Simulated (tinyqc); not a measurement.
A transmission-line measurement read back: specific resistance of a metal-semiconductor contact and its transmission-line measurement. Computed by tinyqc, a small Python program. Command: `OMP_NUM_THREADS=1 python tinyqc.py 3027486 3027487 out.jsonl contact walk`. One thread of a shared host (Intel(R) Xeon(R) Processor @ 2.30GHz), about 0.01 s of CPU time with the checks.

The barrier is parabolic (depletion approximation), energies E are normal energies counted from the band edge in the neutral semiconductor (downwards for holes), and the bias is zero. xi is an input, held fixed when other inputs move.

Inputs (values chosen for the exercise, modelled on p-type silicon):
```
quantity                                         value          unit
tunnelling mass m                                  0.4           m_0
permittivity eps                                  11.7             -
Richardson constant A*                            31.6  A/(cm^2 K^2)
barrier height phi_B                              0.51            eV
doping N                                         3e+18        1/cm^3
Fermi level above the band edge in the bulk, xi  -0.13            eV
temperature T                                      500             K
sheet resistance R_sh                             5200           ohm
contact length d                                 0.041    micrometre
contact width W                                    4.1    micrometre
```

Image-force lowering: included.

Constants: hbar = 1.054571817e-34 J s; eps_0 = 8.8541878128e-12 F/m; m_0 = 9.1093837015e-31 kg; k_B = 8.617333262e-05 eV/K; e = 1.602176634e-19 C.

Method:
- E_00 = (e hbar/2) sqrt(N/(eps eps_0 m)); band bending E_b = phi_B + xi; depletion width w = sqrt(2 eps eps_0 E_b/(e^2 N)). Image lowering d_phi = (e^3 N E_b/(8 pi^2 (eps eps_0)^3))^(1/4) (E_b in volts), and E_b - d_phi replaces E_b everywhere except in w.
- WKB transmission for E < E_b, with a = E/E_b: D = exp{-(E_b/E_00) [sqrt(1 - a) - a ln((1 + sqrt(1 - a))/sqrt(a))]}; D = 1 above.
- At zero bias 1/rho_c = (e A*/k_B^2) int D(E) f(E) dE, f = 1/(1 + exp((E - xi)/k_B T)); 200 Gauss-Legendre points from 0 to E_b, and k_B T ln(1 + exp((xi - E_b)/k_B T)) for the part above the barrier; the share of tunnelling is the part below.
- Transmission-line model: transfer length L_T = sqrt(rho_c/R_sh); R_c = (R_sh L_T/W) coth(d/L_T). Limits: rho_c/(W d) for d << L_T, sqrt(rho_c R_sh)/W for d >> L_T.
- Transmission-line model: transfer length L_T = sqrt(rho_c/R_sh); R_c = (R_sh L_T/W) coth(d/L_T). Two contacts a gap s apart give R = 2 R_c + R_sh s/W. A straight-line fit gives R_sh from the slope and R_c from the intercept; the simple reading takes L_x = R_c W/R_sh as the transfer length and rho_c = R_sh L_x^2.

R_c W = 63670.5 ohm micrometre

contact resistance R_c = 15529.4 ohm

specific contact resistance rho_c = 2.60758e-05 ohm cm^2

Resistances:
```
gap s (micrometre)     R (ohm)
12                  4.6278e+04
24                  6.1498e+04
49                  9.3205e+04
98                  1.5535e+05
200                 2.8472e+05
```

L_x = 12.244 micrometre

rho_c by the simple reading = 0.0077960 ohm cm^2

simple reading over true value = 298.98

What follows from these numbers?

The simple reading is 299 times too high, the factor coth^2(d/L_T): it holds only for d above about 2 L_T.
